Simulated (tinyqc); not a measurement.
MOS capacitor on an n-type substrate, surface potential from the exact charge relation: one step of the calculation.

Uniform n-type substrate, Boltzmann statistics, full ionisation, classical densities. psi is the surface potential against the body (positive when the bands bend down) and u = -psi/Vt. Traps are spread evenly over the gap and neutral at flat band, so their charge is -q Dit psi; the minority quasi-Fermi level is shifted by Vb.

Question. Charges, field and capacitances at the solution. ni = sqrt(Nc Nv) exp(-Eg/(2 Vt)), Eg in volts; phiF = Vt ln(N/ni); Cox = eps0 eox/tox; Vfb = phiM - chi - Vt ln(Nc/N) - q Nf/Cox; Q0 = sqrt(2 eps0 eps_r q N Vt); r = (ni/N)^2 exp(-Vb/Vt); VT = Vfb - [(2 phiF + Vb)(1 + q Dit/Cox) + sqrt(2 eps0 eps_r q N (2 phiF + Vb))/Cox].

u = -psi/Vt; F^2 = exp(-u) + u - 1 + r (exp(u) - u - 1); Qs = +sign(u) Q0 F; Cs = -dQs/dpsi = (Q0/Vt) |1 - exp(-u) + r (exp(u) - 1)|/(2 F). Low frequency: 1/C_LF = 1/Cox + 1/(Cs + q Dit). High frequency, in the simple estimate in which traps and minority carriers do not follow: 1/C_HF = 1/Cox + 1/Cd, Cd being Cs with r = 0 at the same psi. Minority sheet density N_inv = (Q0/(2 q)) int_0^u r (exp(t) - 1)/F(t) dt for u > 0. Oxide field |Qs - q Dit psi + q Nf|/(eps0 eox).

Parameters, values chosen for the exercise; band and dielectric values close to those of silicon: temperature T = 250 K; band gap Eg = 1.12 eV; relative permittivity eps_r = 11.8; conduction-band density of states at T Nc = 2.15e19 cm^-3; valence-band density of states at T Nv = 1.99e19 cm^-3; donor density of the substrate N = 1.9e18 cm^-3; relative permittivity of the gate insulator (close to silicon dioxide) eox = 3.9; insulator thickness tox = 4.4 nm; fixed charge at the interface, in units of q Nf = -1e10 cm^-2; density of interface traps Dit = 0 cm^-2 eV^-1; reverse bias of the inversion layer against the body Vb = 0 V.

Constants: q = 1.602176634e-19 C, kB = 1.380649e-23 J/K, Vt = kB T/q, eps0 = 8.8541878128e-14 F/cm where lengths are in cm. Results are converted to the units shown.

converged psi = -1.0952474 V

Find: Qs; N_inv; oxide field; Cs; C_LF/Cox; C_HF/Cox.

Answer.

Qs = 1094.4 nC/cm^2
N_inv = 1.6888e12 cm^-2
oxide field = 3.1647 MV/cm
Cs = 11.208 uF/cm^2
C_LF/Cox = 0.93456
C_HF/Cox = 0.32903

The surface is in strong inversion (borders at |psi| = 0, phiF + Vb and 2 phiF + Vb = 1.02 V). Minority carriers make up 24.7 % of Qs.

tinyqc, about 0.01 s, one thread, Intel Xeon 2.30GHz (shared host): `OMP_NUM_THREADS=1 python tinyqc.py 2060032 2060033 out.jsonl`
